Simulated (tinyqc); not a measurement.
Worked calculation: bias-temperature instability from a Gaussian distribution of capture and emission barriers. Computed by tinyqc, a small Python program that keeps every step. Command: `OMP_NUM_THREADS=1 python tinyqc.py 3006965 3006966 out.jsonl bti walk`. One thread of a shared host (Intel(R) Xeon(R) Processor @ 2.30GHz), about 0.01 s of CPU time with the checks. Intermediate numbers are printed to about 7 digits and carried at full precision; extremes and crossings named in words are read from the listed rows.

Each trap has a capture time tau_0 exp(E_c/(k_B T)) under stress and an emission time tau_0 exp(E_e/(k_B T)) after it. E_c is Gaussian, and E_e = E_c + d with d Gaussian and independent. A trap counts as filled once t_s exceeds its capture time and as emptied once t_r exceeds its emission time.

Inputs (values chosen for the exercise, for a model p-channel transistor): shift with all traps filled V_max = 97 mV; mean capture barrier at zero field mu_c = 1.86 eV; spread of capture barriers sigma_c = 0.33 eV; lowering of mu_c per field k_F = 0.031 eV/(MV/cm); oxide field F = 6.4 MV/cm; mean of E_e - E_c at the stress field, delta = 0.069 eV; spread of E_e - E_c, sigma_d = 0.31 eV; time constant tau_0 = 5e-11 s; temperature T = 105 C; stress time t_s = 30000 s; recovery time t_r = 1e-05 s; failure criterion = 30 mV.

Constants: k_B = 8.617333262e-05 eV/K.

## Stress

Demarcation energies E_s = k_B T ln(t_s/tau_0), E_r = k_B T ln(t_r/tau_0); mean barrier mu = mu_c - k_F F; z = (E_s - mu)/sigma_c; Phi is the standard normal distribution. Temperatures in kelvin are T(C) + 273.15. Shift without recovery dV0 = V_max Phi(z); local time exponent n = d ln dV0/d ln t_s = (k_B T/sigma_c) exp(-z^2/2)/(sqrt(2 pi) Phi(z)); apparent activation energy n E_s.

E_s = 1.108850 eV

mean barrier mu = 1.6616 eV

z = -1.675000

shift without recovery dV0 = 4.555809 mV

time exponent n = 0.2062555

apparent activation energy = 0.2287064 eV

The stress has filled 4.7 % of the traps. The apparent energy 0.229 eV is only the share n of the barriers near 1.11 eV that are being crossed.

## Recovery

Remaining shift dV = V_max int_(-infinity)^(E_s) g(E_c) [1 - Phi((E_r - E_c - delta)/sigma_d)] dE_c, g the Gaussian density of E_c (Gauss-Legendre, 120 points over 7 sigma_c below E_s).

E_r = 0.3977525 eV

remaining shift dV = 4.425232 mV

remaining share dV/dV0 = 0.9713383

A measurement delay of t_r hides 2.9 % of the shift.

## Lifetime

Solve V_max Phi(z) = criterion for t_s; the power-law extrapolation from the stress point is t_s (criterion/dV0)^(1/n); 1 year = 3.15576e7 s.

log10 of the lifetime in s = 9.654093

log10 of the power-law estimate in s = 8.445771

The power law gives a time shorter by 1.21 decades, since n falls as traps fill; ten years is log10 = 8.50.

## What a measurement delay does to the time exponent

Columns: no delay, and delays of 1 us, 1 ms and 1 s.

Shift (mV):
```
t_s (s)   no delay      1 us      1 ms       1 s
1.00e+00   0.34346   0.30953   0.24943   0.15900
1.00e+01   0.66340   0.61805   0.52447   0.36328
1.00e+02   1.22249   1.16569   1.03127   0.76810
1.00e+03   2.15051   2.08333   1.90416   1.50889
1.00e+04   3.61361   3.53796   3.31470   2.76567
1.00e+05   5.80456   5.72266   5.46041   4.75055
1.00e+06   8.92081   8.83478   8.54153   7.68052
1.00e+07  13.13077  13.04228  12.72689  11.73823
```

Between 10 and 1000 s the apparent exponent is 0.255 without delay, 0.264 at 1 us, 0.280 at 1 ms and 0.309 at 1 s: a slow measurement loses more of a short stress than of a long one, which steepens the curve. Without delay the exponent falls from 0.286 to 0.168 over the table, so the growth is not a true power law. Caution: step-function filling and one Gaussian population are simplifications; real devices show several populations.

Checks made by the program: time exponent against a finite difference (relative difference below 1e-10).
